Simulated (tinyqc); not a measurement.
Floating body of a partially depleted SOI transistor: body voltage and kink: one step of the calculation.

Source at 0 V. Channel current Ic = 2 nf K Vt^2 [F(0) - F(Vd)](1 + la Vd), F(V) = ln^2(1 + exp((Vg - VT - nf V)/(2 nf Vt))), VT = VT0 - gb Vb. Saturation voltage Vs = 2 Vt sqrt(F(0)) + 3 Vt, excess Ve = (Vd - Vs + sqrt((Vd - Vs)^2 + 0.0004 V^2))/2, multiplication M1 = Ai Ve exp(-Bl/Ve). Each junction passes D(v) = J1 (exp(v/Vt) - 1) + J2 (exp(v/(2 Vt)) - 1). Bipolar current Ib = bb J1 (exp(Vb/Vt) - 1). The body settles where M1 (Ic + Ib) = D(Vb) + D(Vb - Vd) + Vb/Rb; drain current Id = (1 + M1)(Ic + Ib) - D(Vb - Vd).

Question. Drain current with floating and with grounded body. Id and VT at the converged Vb, Id at Vb = 0, their ratio, and the bipolar share Ib/(Ic + Ib).

Parameters, values chosen for the exercise; values of the order met in partially depleted silicon-on-insulator transistors:
```
symbol,value,unit,meaning
T,398,K,temperature
VT0,0.54,V,threshold at zero body voltage
gb,0.13,,fall of the threshold per volt of body voltage
nf,1.43,,slope factor
K,190,uA/(V^2 um),gain factor per width
la,0.1,1/V,channel-length modulation factor
Ai,2.99,1/V,impact-ionisation prefactor
Bl,4.9,V,impact-ionisation voltage
J1,1.8e-9,uA/um,diffusion saturation current of each junction
J2,6.1e-7,uA/um,recombination saturation current of each junction
bb,0.5,,gain of the lateral bipolar transistor on the diffusion current
Rb,1e9,kohm um,"resistance of a weak body tie to the source (1e9 stands for no tie, and the term is then dropped)"
Vg,0.56,V,gate voltage
Vd,2.1,V,drain voltage
```

Constants: q = 1.602176634e-19 C, kB = 1.380649e-23 J/K, Vt = kB T/q. Results are converted to the units shown.

converged Vb = 0.68347429 V

Find: VT; Id, floating; Id, grounded; ratio; bipolar share.

Answer.

VT = 0.4511 V
Id, floating = 2.736 uA/um
Id, grounded = 0.7261 uA/um
ratio = 3.768
bipolar share = 21.27 %

The body rises to 0.683 V and lowers the threshold by 88.9 mV.

Range of the model: The multiplication law is an empirical form chosen for the exercise; self-heating and capacitive coupling to the body are left out, and the linear laws are rough once Vb passes about 0.7 V or M1 about 0.1.

Program tinyqc, `OMP_NUM_THREADS=1 python tinyqc.py 2182071 2182072 out.jsonl`; Intel Xeon 2.30GHz, shared host, one thread, about 0.2 s.
